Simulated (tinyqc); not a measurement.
Bias-temperature instability from a Gaussian distribution of capture and emission barriers: one step, computed by the program tinyqc. Command: `OMP_NUM_THREADS=1 python tinyqc.py 3016796 3016797 out.jsonl bti walk`. One thread of a shared host (Intel(R) Xeon(R) Processor @ 2.30GHz), about 0.01 s of CPU time with the checks.

Each trap has a capture time tau_0 exp(E_c/(k_B T)) under stress and an emission time tau_0 exp(E_e/(k_B T)) after it. E_c is Gaussian, and E_e = E_c + d with d Gaussian and independent. A trap counts as filled once t_s exceeds its capture time and as emptied once t_r exceeds its emission time.

Question. Stress. Demarcation energies E_s = k_B T ln(t_s/tau_0), E_r = k_B T ln(t_r/tau_0); mean barrier mu = mu_c - k_F F; z = (E_s - mu)/sigma_c; Phi is the standard normal distribution. Temperatures in kelvin are T(C) + 273.15. Shift without recovery dV0 = V_max Phi(z); local time exponent n = d ln dV0/d ln t_s = (k_B T/sigma_c) exp(-z^2/2)/(sqrt(2 pi) Phi(z)); apparent activation energy n E_s.

Inputs (values chosen for the exercise, for a model p-channel transistor):

| quantity | value | unit |
|---|---|---|
| shift with all traps filled V_max | 270 | mV |
| mean capture barrier at zero field mu_c | 1.86 | eV |
| spread of capture barriers sigma_c | 0.36 | eV |
| lowering of mu_c per field k_F | 0.043 | eV/(MV/cm) |
| oxide field F | 6.4 | MV/cm |
| time constant tau_0 | 4e-09 | s |
| temperature T | 150 | C |
| stress time t_s | 1000 | s |

Constants: k_B = 8.617333262e-05 eV/K.

Give: E_s; mean barrier mu; z; shift without recovery dV0; time exponent n; apparent activation energy.

Answer.

E_s = 0.9570 eV

mean barrier mu = 1.5848 eV

z = -1.744

shift without recovery dV0 = 10.96 mV

time exponent n = 0.2176

apparent activation energy = 0.2083 eV

The stress has filled 4.1 % of the traps. The apparent energy 0.208 eV is only the share n of the barriers near 0.96 eV that are being crossed.
